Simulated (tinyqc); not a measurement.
Space-charge-limited current through a thin insulating or semi-insulating film with traps: one step, computed by the program tinyqc. Command: `OMP_NUM_THREADS=1 python tinyqc.py 3015893 3015894 out.jsonl sclc walk`. One thread of a shared host (Intel(R) Xeon(R) Processor @ 2.30GHz), about 0.01 s of CPU time with the checks.

One ohmic injecting contact at x = 0 (field zero), drift only, non-degenerate free carriers.

Question. Equilibrium and landmark voltages. Free density n_0 = N_c exp(-E_0/k_B T) in equilibrium; trapped density n_t(n) = N_t/(1 + n_1/n), n_1 = N_c exp(-E_t/k_B T). theta = n/(n + n_t) at the anode density; trap-filled-limit voltage V_TFL = e (N_t - n_t(n_0)) d^2/(2 eps eps_0).

Inputs (values chosen for the exercise, modelled on semi-insulating GaN):

| quantity | value | unit |
|---|---|---|
| permittivity eps | 9.7 | - |
| effective density of states N_c | 2.5e+18 | 1/cm^3 |
| trap density N_t | 3.6e+15 | 1/cm^3 |
| equilibrium Fermi level below the band edge, E_0 | 0.85 | eV |
| thickness d | 1400 | nm |
| free density at the anode, in units of N_c | 6e-07 | - |
| temperature T | 250 | K |
| trap level E_t below the band edge | 0.25 | eV |

Traps: single level.

Constants: k_B = 8.617333262e-05 eV/K; e = 1.602176634e-19 C; eps_0 = 8.8541878128e-12 F/m.

Give: n_0; n_t(n_0); theta; V_TFL.

Answer.

n_0 = 18.31 1/cm^3

n_t(n_0) = 2890 1/cm^3

theta = 0.006708

V_TFL = 6.581 V
